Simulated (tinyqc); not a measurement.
# Changing the width of the test line

Model: electron-beam lithography: double-Gaussian proximity function, edge placement and dose correction for parallel lines. Computed by tinyqc, a small Python program. Command: `OMP_NUM_THREADS=1 python tinyqc.py 3114233 3114234 out.jsonl proximity sweep`. One thread of a shared host (Intel(R) Xeon(R) Processor @ 2.30GHz), about 0.01 s of CPU time with the checks.

Lines are infinitely long. Absorbed energy is counted so that the middle of a very large area written at dose 1 receives 1; the resist develops where it exceeds 1/2.

Inputs (values chosen for the exercise, of the order of those for 20 keV electrons in resist on silicon):

| quantity | value | unit |
|---|---|---|
| forward range alpha | 0.02 | micrometre |
| backscatter ratio eta | 0.81 | - |
| base dose D0 | 39 | microcoulomb/cm^2 |
| pattern density around the test line | 0.41 | - |

Method. A test line of width w << beta in surroundings of density rho, all at dose d: near its edge E(x) = d [S + eta rho]/(1 + eta), S = [erf((b - x)/alpha) - erf((a - x)/alpha)]/2 for edges a and b, the second term being the background energy. Dose to size d_s = (1 + eta)/(erf(w/alpha) + 2 eta rho), dose = d_s D0; edge slope d [1 - exp(-w^2/alpha^2)]/(sqrt(pi) alpha (1 + eta)); width change per 1 % of dose = 2 x 0.01 x (1/2)/slope.

One run for each value:

| width of the test line (micrometre) | dose to size d_s | width change per 1 % of dose (nm) | edge slope (1/nm) |
|---|---|---|---|
| 0.008 | 1.6566 | 2.6195 | 0.003817 |
| 0.013 | 1.3857 | 1.3437 | 0.007442 |
| 0.021 | 1.1856 | 0.8102 | 0.012343 |
| 0.034 | 1.0983 | 0.6186 | 0.016166 |
| 0.056 | 1.0877 | 0.5901 | 0.016945 |
| 0.091 | 1.0876 | 0.5899 | 0.016951 |
| 0.150 | 1.0876 | 0.5899 | 0.016951 |
| 0.240 | 1.0876 | 0.5899 | 0.016951 |

Over the rows, dose to size d_s falls from 1.66 to 1.09, flat over part of the range; width change per 1 % of dose (nm) falls from 2.62 to 0.590, flat over part of the range; edge slope (1/nm) rises from 0.00382 to 0.0170, flat over part of the range. Forward scattering raises the dose needed once w falls below about 1.5 alpha, where erf(w/alpha) drops visibly below 1.
